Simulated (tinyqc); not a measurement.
# A square-lattice strip 2 sites wide in a magnetic flux, recursive Green functions: the device repeated

The device has N = 3 slices of 2 site(s), nearest-neighbour hopping -t, and site energies U; the leads are semi-infinite continuations with site energy 0 and no flux. The hopping from slice i to i + 1 inside the device carries the phase exp(2 pi i f j) on row j = 1, 2, ...: V = <i+1|H|i> = -t diag(exp(2 pi i f j)).

Transverse modes n = 1..2: chi_n(j) = sqrt(2/3) sin(pi n j/3), energy e_n = -2 t cos(pi n/3). Sigma = t^2 sum_n chi_n chi_n^T g(E - e_n), g(x) = (x - i sqrt(4 t^2 - x^2))/(2 t^2) for |x| < 2 t and (x - sign(x) sqrt(x^2 - 4 t^2))/(2 t^2) otherwise; Gamma = i (Sigma - Sigma^dagger); both leads give the same. Forward pass: g_1 = (E - H_1 - Sigma)^(-1), g_i = (E - H_i - V g_(i-1) V^dagger)^(-1), with Sigma also subtracted on the last slice; G_(i,1) = g_i V G_(i-1,1), starting from g_1. H_i is the block of slice i: its site energies on the diagonal and -t between neighbouring rows. T(E) = Tr[Gamma G_(N,1) Gamma G_(N,1)^dagger]. The list U is repeated k times, so the device has k N slices.

Inputs (values chosen for the exercise):
- t = 1 eV (hopping (matrix element -t))
- U = [0, 0.1, -0.17, 0.07, 0.22, 0.22] eV (site energies, slice by slice (2 a slice))
- E = -1.87 eV (energy)
- f = 0.28 h/q (magnetic flux through each plaquette inside the device)

The device repeated:
```
k     T(E)    ln T(E)
1   0.8653    -0.1446
2   0.9065   -0.09817
3   0.8362    -0.1789
4   0.9945  -0.005500
5   0.8113    -0.2091
6   0.9659   -0.03475
8   0.8679    -0.1416
10  0.8106    -0.2100
12  0.8371    -0.1778
```

Read the table: what changes, and by how much?

T(E) moves between 0.811 and 0.995 and does not die away: at least one band of the periodic structure that the repeats form is open at this energy.

Computed by the program tinyqc: `OMP_NUM_THREADS=1 python tinyqc.py 2660104 2660105 out.jsonl`, one thread of a shared Intel Xeon 2.30GHz, about 0.02 s for the whole run.
